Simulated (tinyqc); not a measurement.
# Slope factor and drain-induced lowering from three currents

Question. With source and body at 0 V, I = A exp((Vg + dd Vd)/(nf Vt)) (1 - exp(-Vd/Vt)). Find nf, the swing nf Vt ln 10 and dd.

Values chosen for this exercise:
```
symbol,value,unit,meaning
T,300,K,temperature
```

Constants: q = 1.602176634e-19 C, kB = 1.380649e-23 J/K, Vt = kB T/q. Results are converted to the units shown.

currents at (Vg, Vd) = (0, 0.05), (0, 1.2) and (0.11, 1.2) V (nA/um): 0.042234787  0.20266801  5.9345435

Solution. The pair at equal Vd gives nf; the pair at equal Vg, after dividing out the factors 1 - exp(-Vd/Vt), gives dd.

nf = 1.26
swing = 75.0 mV/decade
dd = 0.0400

Numbers from tinyqc (`OMP_NUM_THREADS=1 python tinyqc.py 2242082 2242083 out.jsonl`; about 0.03 s on one thread of a shared Intel Xeon 2.30GHz).
